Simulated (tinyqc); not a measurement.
Rapid thermal processing of a wafer: radiative balance, ramp and cooling, pattern effects, pyrometer error and spike budget: one step, computed by the program tinyqc.

The wafer is opaque and uniform through its thickness unless said otherwise; temperatures in formulas are in kelvin (C + 273.15). sigma = 5.670374419e-12 W/(cm^2 K^4).

Problem. Pattern effect. At steady state a sinusoidal change of absorbed power of relative amplitude a and period p gives the temperature amplitude a q/(dq/dT + k d (2 pi/p)^2); healing length l = sqrt(k d/(dq/dT)); process change = E_a dT/(k_B T^2). Emissivity is taken as unchanged.

Inputs (values chosen for the exercise, modelled on a hot silicon wafer):
```
quantity                                        value        unit
wafer thickness d                                 775  micrometre
thermal conductivity k                           0.29    W/(cm K)
wall temperature T_w                              500           K
process temperature                               983           C
relative change of absorptivity over a pattern     12           %
period of the pattern                             1.5          mm
activation energy of the process E_a             3.66          eV
```

dq/dT = 67.42659 mW/(cm^2 K)

holding power q = 24.01792 W/cm^2

Constants: k_B = 8.617333262e-05 eV/K.

Give: healing length l; amplitude without lateral conduction; amplitude; change of the process rate.

Solution.

healing length l = 5.773 mm

amplitude without lateral conduction = 42.75 K

amplitude = 0.07296 K

change of the process rate = 0.1964 %

Lateral conduction cuts the amplitude to 0.17 %, since p/(2 pi l) = 0.041.
